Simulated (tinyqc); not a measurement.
# Worked calculation: two-diode model of a solar cell

Program tinyqc, `OMP_NUM_THREADS=1 python tinyqc.py 2280107 2280108 out.jsonl`; Intel Xeon 2.30GHz, shared host, one thread, about 0.01 s. Printed values are rounded.

J is the current delivered and Vj = V + J Rs the junction voltage. J = X JL - J01 (exp(Vj/(n1 Vt)) - 1) - J02 (exp(Vj/(2 Vt)) - 1) - Vj/Rp. The photocurrent does not depend on voltage.

Inputs (values chosen for the exercise); values of the order met in cells of germanium: temperature T = 348 K; photocurrent at one sun JL = 51.7 mA/cm^2; concentration X = 10 suns; saturation current of the first diode J01 = 3.1e-5 A/cm^2; ideality factor of the first diode n1 = 1; series resistance Rs = 0 ohm cm^2; shunt resistance Rp = 50000 ohm cm^2; incident power at one sun Pin = 100 mW/cm^2; saturation current of the second diode (ideality 2) J02 = 3.6e-5 A/cm^2.

Constants: q = 1.602176634e-19 C, kB = 1.380649e-23 J/K, Vt = kB T/q. Results are converted to the units shown.

## Starting value

Vj = 0.26 V.

Vj at the start = 0.26 V

## Iteration 1: new Vj

Open circuit: J(Vj) = 0. G = -dJ/dVj = J01 exp(Vj/(n1 Vt))/(n1 Vt) + J02 exp(Vj/(2 Vt))/(2 Vt) + 1/Rp. Vj(new) = Vj + J/G.

J = 333.7159 mA/cm^2
G = 6.068116 S/cm^2
Vj after iteration 1 = 0.3149950 V

## Iteration 2: new Vj

As before.

J = -620.0182 mA/cm^2
G = 37.80280 S/cm^2
Vj after iteration 2 = 0.2985936 V

## Iteration 3: new Vj

As before.

J = -142.2476 mA/cm^2
G = 21.89835 S/cm^2
Vj after iteration 3 = 0.2920978 V

## Course of the iteration

Stop when the step is below 1e-10 V, or after 80 iterations.

Course of the iteration:
```
iteration,Vj before the step (V),step (V)
1,0.26,0.0550
2,0.3149950,-0.0164
3,0.2985936,-6.50e-3
4,0.2920978,-8.12e-4
5,0.2912858,-1.12e-5
6,0.2912747,-2.08e-9
7,0.2912747,< 1e-14
```

Converged in 7 iterations.

## Figures of merit

Jsc at V = 0, Voc at J = 0, the maximum power point where J (1 + 2 Rs G) = G Vj with G = -dJ/dVj; FF = Vmp Jmp/(Voc Jsc); efficiency Vmp Jmp/(X Pin). Empirical fill factor without parasitics FF0 = (v - ln(v + 0.72))/(v + 1), v = Voc/(n1 Vt).

Jsc = 517 mA/cm^2
Voc = 0.2912747 V
Vmp = 0.2267152 V
Jmp = 455.9627 mA/cm^2
FF = 0.6864625
efficiency = 10.33737 %
FF0 = 0.6877637

FF is 0.19 % below FF0. Removing one loss at a time changes the efficiency by: second diode +0.04, shunt +0.00 points.
